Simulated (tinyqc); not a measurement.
Adsorption as a lattice gas: isotherms with interactions, competition, desorption peaks and saturation dose. Changing the pressure p. Computed by tinyqc, a small Python program. Command: `OMP_NUM_THREADS=1 python tinyqc.py 3015092 3015093 out.jsonl adsorb sweep`. One thread of a shared host (Intel(R) Xeon(R) Processor @ 2.30GHz), about 0.01 s of CPU time with the checks.

One adsorbate per site; a molecule needs 2 empty sites. Gas and surface have the same temperature.

Inputs (values chosen for the exercise, for a model surface):

| quantity | value | unit |
|---|---|---|
| desorption energy E | 0.85 | eV |
| prefactor nu | 2.4e+14 | 1/s |
| pair energy w (positive repels) | 0.063 | eV |
| neighbours z | 6 | - |
| site density N_s | 9.2 | 1/nm^2 |
| molecular mass M | 129 | u |
| sticking coefficient s0 | 0.0098 | - |
| temperature T | 363 | K |
| blocking by a second gas, K_B p_B | 0.22 | - |

Adsorption: dissociative (second order).

Constants: u = 1.6605390666e-27 kg; k_B = 1.380649e-23 J/K; k_B = 8.617333262e-05 eV/K.

Method. Flux F = p/sqrt(2 pi M k_B T); k_d = nu exp(-E/(k_B T)); 2 s0 F (1 - theta)^2 = N_s k_d theta^2, so y = sqrt(2 s0 F/(N_s k_d)), theta = y/(1 + y). With a second gas on the same sites theta = y/(1 + y + K_B p_B). With u = w/(k_B T). Mean field: theta/(1 - theta) = y exp(-z u theta). Quasi-chemical: theta/(1 - theta) = y [(r - 1 + 2 theta)(1 - theta)/((r + 1 - 2 theta) theta)]^(-z/2) exp(-z u/2), r = sqrt(1 - 4 theta (1 - theta)(1 - exp(-u))).

One run for each value:

| pressure p (Pa) | Langmuir coverage | coverage, mean field | coverage, quasi-chemical | coverage with the second gas |
|---|---|---|---|---|
| 4.70e+00 | 0.3618 | 0.1188 | 0.1627 | 0.3172 |
| 2.20e+01 | 0.5509 | 0.1564 | 0.2123 | 0.5013 |
| 1.00e+02 | 0.7234 | 0.1962 | 0.2593 | 0.6819 |
| 4.70e+02 | 0.8500 | 0.2393 | 0.3041 | 0.8229 |
| 2.20e+03 | 0.9246 | 0.2840 | 0.3451 | 0.9095 |
| 1.00e+04 | 0.9632 | 0.3291 | 0.3821 | 0.9554 |
| 4.70e+04 | 0.9827 | 0.3760 | 0.4170 | 0.9789 |
| 2.20e+05 | 0.9919 | 0.4235 | 0.4499 | 0.9902 |
| 1.00e+06 | 0.9962 | 0.4704 | 0.4808 | 0.9954 |
| 4.70e+06 | 0.9982 | 0.5185 | 0.5120 | 0.9979 |

What does the table show, and why?

Over the rows, Langmuir coverage rises from 0.362 to 0.998 (exponent d ln y / d ln x 0.27 between the first rows and 0.0013 between the last); coverage, mean field rises from 0.119 to 0.519 (exponent d ln y / d ln x 0.18 between the first rows and 0.063 between the last); coverage, quasi-chemical rises from 0.163 to 0.512 (exponent d ln y / d ln x 0.17 between the first rows and 0.041 between the last). At the high end the exponent of Langmuir coverage is 0.00, close to 0: saturation.

Caution (all rows): for z u near 4 or above (near 8 on the triangular lattice, z = 6) mean field itself predicts sublattice order near half coverage (the exact threshold is higher); both uniform formulas leave ordering out.
